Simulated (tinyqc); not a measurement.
Thin (001) film in sp3s* tight binding with raised dangling bonds: one step. Levels of the small film. Five cases, with inputs chosen for the exercise.

Task: Diagonalise both blocks.

Case 1.

s, pz, s* block (eV):
```
          sa1       za1      *a1       sc2       zc2       *c2       sa3       za3       *a3       sc4      zc4
sa1  -4.55915  -5.00000        0  -2.80000   1.52200         0         0         0         0         0        0
za1  -5.00000   5.91585        0  -2.71900   0.92350  -1.95300         0         0         0         0        0
*a1         0         0  7.43485         0   1.68100         0         0         0         0         0        0
sc2  -2.80000  -2.71900        0  -2.71115         0         0  -2.80000   2.71900         0         0        0
zc2   1.52200   0.92350  1.68100         0   3.72485         0  -1.52200   0.92350  -1.68100         0        0
*c2         0  -1.95300        0         0         0   6.74185         0   1.95300         0         0        0
sa3         0         0        0  -2.80000  -1.52200         0  -9.55915         0         0  -2.80000  1.52200
za3         0         0        0   2.71900   0.92350   1.95300         0   0.91585         0  -2.71900  0.92350
*a3         0         0        0         0  -1.68100         0         0         0   7.43485         0  1.68100
sc4         0         0        0         0         0         0  -2.80000  -2.71900         0   2.28885  5.00000
zc4         0         0        0         0         0         0   1.52200   0.92350   1.68100   5.00000  8.72485
*c4         0         0        0         0         0         0         0  -1.95300         0         0        0

          *c4
sa1         0
za1         0
*a1         0
sc2         0
zc2         0
*c2         0
sa3         0
za3  -1.95300
*a3         0
sc4         0
zc4         0
*c4   6.74185
```

u, v block (eV):
```
         ua1       va1       uc2       vc2       ua3       va3      uc4       vc4
ua1  0.91585         0   3.15800         0         0         0        0         0
va1        0  10.91585         0  -1.31100         0         0        0         0
uc2  3.15800         0   3.72485         0  -1.31100         0        0         0
vc2        0  -1.31100         0   3.72485         0   3.15800        0         0
ua3        0         0  -1.31100         0   0.91585         0  3.15800         0
va3        0         0         0   3.15800         0   0.91585        0  -1.31100
uc4        0         0         0         0   3.15800         0  3.72485         0
vc4        0         0         0         0         0  -1.31100        0  13.72485
```

Case 2.

s, pz, s* block (eV):
```
          sa1       za1      *a1       sc2       zc2       *c2       sa3       za3       *a3       sc4      zc4
sa1  -1.67200  -2.50000        0  -4.13300   2.85250         0         0         0         0         0        0
za1  -2.50000   4.21100        0  -2.85250   0.85550  -2.67850         0         0         0         0        0
*a1         0         0  6.71400         0   2.67850         0         0         0         0         0        0
sc2  -4.13300  -2.85250        0  -4.17200         0         0  -4.13300   2.85250         0         0        0
zc2   2.85250   0.85550  2.67850         0   1.71100         0  -2.85250   0.85550  -2.67850         0        0
*c2         0  -2.67850        0         0         0   6.71400         0   2.67850         0         0        0
sa3         0         0        0  -4.13300  -2.85250         0  -4.17200         0         0  -4.13300  2.85250
za3         0         0        0   2.85250   0.85550   2.67850         0   1.71100         0  -2.85250  0.85550
*a3         0         0        0         0  -2.67850         0         0         0   6.71400         0  2.67850
sc4         0         0        0         0         0         0  -4.13300  -2.85250         0  -1.67200  2.50000
zc4         0         0        0         0         0         0   2.85250   0.85550   2.67850   2.50000  4.21100
*c4         0         0        0         0         0         0         0  -2.67850         0         0        0

          *c4
sa1         0
za1         0
*a1         0
sc2         0
zc2         0
*c2         0
sa3         0
za3  -2.67850
*a3         0
sc4         0
zc4         0
*c4   6.71400
```

u, v block (eV):
```
         ua1       va1       uc2       vc2       ua3       va3      uc4       vc4
ua1  1.71100         0   3.13900         0         0         0        0         0
va1        0   6.71100         0  -1.42800         0         0        0         0
uc2  3.13900         0   1.71100         0  -1.42800         0        0         0
vc2        0  -1.42800         0   1.71100         0   3.13900        0         0
ua3        0         0  -1.42800         0   1.71100         0  3.13900         0
va3        0         0         0   3.13900         0   1.71100        0  -1.42800
uc4        0         0         0         0   3.13900         0  1.71100         0
vc4        0         0         0         0         0  -1.42800        0   6.71100
```

Case 3.

s, pz, s* block (eV):
```
           sa1        za1      *a1       sc2       zc2       *c2       sa3       za3       *a3       sc4
sa1    6.69909  -15.00000        0  -3.23450   2.23050         0         0         0         0         0
za1  -15.00000   16.04709        0  -2.88100   0.98350  -2.39100         0         0         0         0
*a1          0          0  8.56809         0   2.41450         0         0         0         0         0
sc2   -3.23450   -2.88100        0  -2.63091         0         0  -3.23450   2.88100         0         0
zc2    2.23050    0.98350  2.41450         0   3.69509         0  -2.23050   0.98350  -2.41450         0
*c2          0   -2.39100        0         0         0   6.79809         0   2.39100         0         0
sa3          0          0        0  -3.23450  -2.23050         0  -8.30091         0         0  -3.23450
za3          0          0        0   2.88100   0.98350   2.39100         0   1.04709         0  -2.88100
*a3          0          0        0         0  -2.41450         0         0         0   8.56809         0
sc4          0          0        0         0         0         0  -3.23450  -2.88100         0  12.36909
zc4          0          0        0         0         0         0   2.23050   0.98350   2.41450  15.00000
*c4          0          0        0         0         0         0         0  -2.39100         0         0

          zc4       *c4
sa1         0         0
za1         0         0
*a1         0         0
sc2         0         0
zc2         0         0
*c2         0         0
sa3   2.23050         0
za3   0.98350  -2.39100
*a3   2.41450         0
sc4  15.00000         0
zc4  18.69509         0
*c4         0   6.79809
```

u, v block (eV):
```
         ua1       va1       uc2       vc2       ua3       va3      uc4       vc4
ua1  1.04709         0   3.50500         0         0         0        0         0
va1        0  31.04709         0  -1.53800         0         0        0         0
uc2  3.50500         0   3.69509         0  -1.53800         0        0         0
vc2        0  -1.53800         0   3.69509         0   3.50500        0         0
ua3        0         0  -1.53800         0   1.04709         0  3.50500         0
va3        0         0         0   3.50500         0   1.04709        0  -1.53800
uc4        0         0         0         0   3.50500         0  3.69509         0
vc4        0         0         0         0         0  -1.53800        0  33.69509
```

Case 4.

s, pz, s* block (eV):
```
          sa1       za1      *a1       sc2       zc2       *c2       sa3       za3       *a3       sc4      zc4
sa1  -3.41864  -5.00000        0  -6.22350   4.74800         0         0         0         0         0        0
za1  -5.00000   7.12236        0  -4.60650   1.51650  -2.20000         0         0         0         0        0
*a1         0         0  9.62136         0   4.36350         0         0         0         0         0        0
sc2  -6.22350  -4.60650        0  -4.85364         0         0  -6.22350   4.60650         0         0        0
zc2   4.74800   1.51650  4.36350         0   4.33436         0  -4.74800   1.51650  -4.36350         0        0
*c2         0  -2.20000        0         0         0   9.32936         0   2.20000         0         0        0
sa3         0         0        0  -6.22350  -4.74800         0  -8.41864         0         0  -6.22350  4.74800
za3         0         0        0   4.60650   1.51650   2.20000         0   2.12236         0  -4.60650  1.51650
*a3         0         0        0         0  -4.36350         0         0         0   9.62136         0  4.36350
sc4         0         0        0         0         0         0  -6.22350  -4.60650         0   0.14636  5.00000
zc4         0         0        0         0         0         0   4.74800   1.51650   4.36350   5.00000  9.33436
*c4         0         0        0         0         0         0         0  -2.20000         0         0        0

          *c4
sa1         0
za1         0
*a1         0
sc2         0
zc2         0
*c2         0
sa3         0
za3  -2.20000
*a3         0
sc4         0
zc4         0
*c4   9.32936
```

u, v block (eV):
```
         ua1       va1       uc2       vc2       ua3       va3      uc4       vc4
ua1  2.12236         0   4.48500         0         0         0        0         0
va1        0  12.12236         0  -1.45200         0         0        0         0
uc2  4.48500         0   4.33436         0  -1.45200         0        0         0
vc2        0  -1.45200         0   4.33436         0   4.48500        0         0
ua3        0         0  -1.45200         0   2.12236         0  4.48500         0
va3        0         0         0   4.48500         0   2.12236        0  -1.45200
uc4        0         0         0         0   4.48500         0  4.33436         0
vc4        0         0         0         0         0  -1.45200        0  14.33436
```

Case 5.

s, pz, s* block (eV):
```
          sa1       za1      *a1       sc2       zc2       *c2       sa3       za3       *a3       sc4      zc4
sa1  -6.97059  -2.50000        0  -2.81900   1.51200         0         0         0         0         0        0
za1  -2.50000   3.41541        0  -2.73250   0.91950  -1.95850         0         0         0         0        0
*a1         0         0  7.44541         0   1.70100         0         0         0         0         0        0
sc2  -2.81900  -2.73250        0  -2.72259         0         0  -2.81900   2.73250         0         0        0
zc2   1.51200   0.91950  1.70100         0   3.69441         0  -1.51200   0.91950  -1.70100         0        0
*c2         0  -1.95850        0         0         0   6.73041         0   1.95850         0         0        0
sa3         0         0        0  -2.81900  -1.51200         0  -9.47059         0         0  -2.81900  1.51200
za3         0         0        0   2.73250   0.91950   1.95850         0   0.91541         0  -2.73250  0.91950
*a3         0         0        0         0  -1.70100         0         0         0   7.44541         0  1.70100
sc4         0         0        0         0         0         0  -2.81900  -2.73250         0  -0.22259  2.50000
zc4         0         0        0         0         0         0   1.51200   0.91950   1.70100   2.50000  6.19441
*c4         0         0        0         0         0         0         0  -1.95850         0         0        0

          *c4
sa1         0
za1         0
*a1         0
sc2         0
zc2         0
*c2         0
sa3         0
za3  -1.95850
*a3         0
sc4         0
zc4         0
*c4   6.73041
```

u, v block (eV):
```
         ua1       va1       uc2       vc2       ua3       va3      uc4       vc4
ua1  0.91541         0   3.16450         0         0         0        0         0
va1        0   5.91541         0  -1.32550         0         0        0         0
uc2  3.16450         0   3.69441         0  -1.32550         0        0         0
vc2        0  -1.32550         0   3.69441         0   3.16450        0         0
ua3        0         0  -1.32550         0   0.91541         0  3.16450         0
va3        0         0         0   3.16450         0   0.91541        0  -1.32550
uc4        0         0         0         0   3.16450         0  3.69441         0
vc4        0         0         0         0         0  -1.32550        0   8.69441
```

Give: levels of the s, pz, s* block; levels of the u, v block.

Result:

Case 1.

levels of the s, pz, s* block (eV): -11.768  -8.769  -3.848  0.797  2.546  3.341  5.799  7.188  7.553  8.487  9.759  12.009

levels of the u, v block (eV): -1.807  -1.258  -0.608  5.249  5.492  6.447  11.179  13.869

No level lies between 0 and the bulk edge 0.429 eV; confinement has widened the gap at zero in-plane momentum to 1.405 eV.

Case 2.

levels of the s, pz, s* block (eV): -11.306  -8.268  -3.964  1.830  2.272  3.211  4.071  4.081  7.483  7.620  9.951  10.031

levels of the u, v block (eV): -2.222  -1.671  -0.794  4.076  4.216  5.644  6.954  7.485

No level lies between 0 and the bulk edge 1.188 eV; confinement has widened the gap at zero in-plane momentum to 2.624 eV.

Case 3.

levels of the s, pz, s* block (eV): -11.514  -8.141  -3.328  2.188  2.645  3.344  6.823  8.508  8.928  10.553  27.287  31.060

levels of the u, v block (eV): -2.183  -1.445  -0.744  5.486  6.026  6.925  31.135  33.768

No level lies between 0 and the bulk edge 1.597 eV; confinement has widened the gap at zero in-plane momentum to 2.931 eV.

Case 4.

levels of the s, pz, s* block (eV): -17.617  -12.983  -5.826  3.279  5.229  5.533  7.507  7.914  10.071  12.291  12.348  16.525

levels of the u, v block (eV): -2.156  -1.532  -0.746  7.203  7.452  8.613  12.454  14.540

No level lies between 0 and the bulk edge 2.314 eV; confinement has widened the gap at zero in-plane momentum to 4.025 eV.

Case 5.

levels of the s, pz, s* block (eV): -11.789  -9.253  -4.351  0.064  2.328  3.081  3.909  5.934  7.125  8.010  8.734  9.394

levels of the u, v block (eV): -1.831  -1.346  -0.617  4.671  5.227  6.441  6.905  8.989

1 level lies between 0 and the bulk edge 0.474 eV: 0.064 eV.

Computed by tinyqc, one run a case: `OMP_NUM_THREADS=1 python tinyqc.py N N+1 out.jsonl` with N = 1451621, 1451834, 1452018, 1452053, 1452079; one thread of a shared Intel(R) Xeon(R) Processor @ 2.30GHz, about 0.5 s a run at most.
